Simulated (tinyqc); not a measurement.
Worked calculation: Raman line shape of confined optical phonons and breathing modes of small crystals. Computed by tinyqc, a small Python program that keeps every step. Command: `OMP_NUM_THREADS=1 python tinyqc.py 3001440 3001441 out.jsonl confine walk`. One thread of a shared host (Intel(R) Xeon(R) Processor @ 2.30GHz), about 0.02 s of CPU time with the checks. Intermediate numbers are printed to about 7 digits and carried at full precision; extremes and crossings named in words are read from the listed rows.

Confinement in 3 direction(s) lets phonons with q away from zero scatter light. q is in units of 2 pi/a, from 0 to 1, and the branch is isotropic: omega(q)^2 = (omega_0^2 + omega_X^2)/2 + ((omega_0^2 - omega_X^2)/2) cos(pi q). The model and its constant beta are phenomenological; beta = 8 is the common choice.

Inputs (values chosen for the exercise, modelled on silicon): bulk frequency omega_0 = 520.3 1/cm; frequency at the zone boundary omega_X = 420 1/cm; natural width Gamma_0 = 3.2 1/cm; lattice constant a = 5.431 angstrom; size L = 11 nm; confinement constant beta = 4; probe offset omega - omega_0 = -13 1/cm; longitudinal velocity = 8880 m/s; transverse velocity = 5340 m/s.

Shape: sphere.

Constants: c = 299792458 m/s.

## Range of wave vectors

Weight W(q) = q^2 exp(-(2 L q/a)^2/(2 beta)) dq, that is exp(-k^2 L^2/(2 beta pi^2)) for k = 2 pi q/a. Width q_c = a sqrt(2 beta)/(2 L), where the exponential falls to 1/e; curvature of the branch: omega(q) = omega_0 - c q^2, c = pi^2 (omega_0^2 - omega_X^2)/(8 omega_0); for small q_c the mean of q^2 is (number of confined directions) q_c^2/2, and the mean shift is -c times that.

q_c = 0.06982358 2 pi/a

curvature c = 223.6265 1/cm

mean shift, quadratic estimate = -1.635380 1/cm

omega(q_c) - omega_0 = -1.087024 1/cm

## Intensity at one frequency

I(omega) = int W(q) / [(omega - omega(q))^2 + (Gamma_0/2)^2] dq / int W dq x (Gamma_0/2)^2, by 400 Gauss-Legendre points on 0 < q < min(1, 2.5 a sqrt(2 beta)/L). Bulk Lorentzian 1/(1 + (2 offset/Gamma)^2); mean shift = weighted mean of omega(q) less the bulk frequency.

I at the probe offset = 0.02059086

bulk Lorentzian there = 0.01492189

mean shift, from the weights = -1.623274 1/cm

## Peak, width and asymmetry

The peak is the maximum of I; the width is taken between the half-maximum points, and the asymmetry is the low-side half-width over the high-side one.

peak shift = -1.1738 1/cm

full width = 4.6135 1/cm

asymmetry = 1.3167

peak height (bulk = 1) = 0.7637

The peak moves 72 % as far as the mean: the tail on the low side carries the rest. A shift without broadening or asymmetry would point to stress, not size.

## Line shape against size

The formulas are those given above.

Line shape:
```
L (nm)  peak shift (1/cm)  full width (1/cm)  asymmetry  mean shift, quadratic estimate (1/cm)
3                 -9.0883             28.395     2.4819                              -21.98678
3.6               -6.5489             20.442     2.4021                              -15.26860
4.4               -4.6697              14.52     2.2474                              -10.22113
5.5               -3.2796             10.235     2.0191                              -6.541522
7                 -2.2819              7.343     1.7483                              -4.038388
10                -1.3523              4.996     1.3926                              -1.978810
15               -0.72663              3.805     1.1355                             -0.8794712
25                -0.3007             3.3121      1.018                             -0.3166096
```

The peak shift falls with exponent -1.80 at the small end and -1.73 at the large end. For still larger L it tends to the mean shift, which goes as 1/L^2; the ratio is 0.41 in the first row and 0.95 in the last. The width exceeds Gamma_0 by over 10 % for L up to 15 nm. In a sphere the factor q^2 removes the weight at q = 0, so the peak itself moves strongly.

## Breathing mode of the free sphere

Lamb: with s = omega R/v_L, R = L/2, the lowest radial mode solves tan(s)/s = 1/(1 - s^2 v_L^2/(4 v_T^2)), s between pi/2 and pi; wavenumber = s v_L/(2 pi c R).

root s = 2.494620

breathing frequency = 641.0248 GHz

breathing wavenumber = 21.38229 1/cm

Checks made by the program: mean shift of a large crystal against the quadratic estimate (relative difference 2e-05).
